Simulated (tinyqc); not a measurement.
From eps_s back to fraction x of A: two-mode optical phonons of a ternary alloy from two coupled oscillators. Computed by tinyqc, a small Python program. Command: `OMP_NUM_THREADS=1 python tinyqc.py 3002113 3002114 out.jsonl twomode inv`. One thread of a shared host (Intel(R) Xeon(R) Processor @ 2.30GHz), about 0.01 s of CPU time with the checks.

An alloy A(x)B(1-x)C has an A-C and a B-C bond oscillator. Each TO frequency moves linearly from the impurity mode (dilute end) to the TO of the pure crystal; each strength is proportional to the number of bonds.

Inputs (values chosen for the exercise, for a model alloy): omega_TO of pure AC = 278 1/cm; omega_LO of pure AC = 339 1/cm; omega_TO of pure BC = 214 1/cm; omega_LO of pure BC = 250 1/cm; eps_inf of AC = 10.9; eps_inf of BC = 8.05; impurity mode of A in BC = 259 1/cm; impurity mode of B in AC = 202 1/cm.

Method:
- omega_1 = (impurity mode of A) + x (omega_TO,AC - impurity mode of A); omega_2 = (impurity mode of B) + (1 - x)(omega_TO,BC - impurity mode of B); eps_inf = x eps_AC + (1 - x) eps_BC; strengths W_1 = x eps_AC (omega_LO,AC^2 - omega_TO,AC^2), W_2 = (1 - x) eps_BC (omega_LO,BC^2 - omega_TO,BC^2).
- eps(omega) = eps_inf + W_1/(omega_1^2 - omega^2) + W_2/(omega_2^2 - omega^2) = 0 is the eigenproblem of the matrix [[omega_1^2 + W_1/eps_inf, sqrt(W_1 W_2)/eps_inf], [sqrt(W_1 W_2)/eps_inf, omega_2^2 + W_2/eps_inf]] for omega_LO^2.
- Uncoupled values keep the diagonal alone. eps_s = eps_inf + W_1/omega_1^2 + W_2/omega_2^2.

Task: A run gave the result below. Find the fraction x of A, known to lie between 0.18 and 0.4.

eps_s = 12.38267

Result:

Each step takes the trial c = (a f_b - b f_a)/(f_b - f_a), f being the result less the target and a, b, c the logarithms of the listed values; c replaces end b, the old b replaces a if the sign of f changed, and otherwise f_a is halved.

Scan of the range:
```
fraction x of A    eps_s
0.180            12.0924
0.206            12.2459
0.235            12.4152
0.268            12.6056
0.307            12.8274
0.350            13.0679
0.400            13.3423
```

False position (Illinois rule, in the logarithm of the input) inside the bracket:
```
step     end a     end b     trial    eps_s
1     0.206000  0.235000  0.229125  12.3811
2     0.235000  0.229125  0.229397  12.3827
3     0.235000  0.229397  0.229403  12.3827
4     0.229397  0.229403  0.229400  12.3827
```

eps_s rises at every point of a 13-point scan of the range (every second point is shown), so one value fits; it is bracketed by 0.206 and 0.235. Answer: fraction x of A = 0.2294.
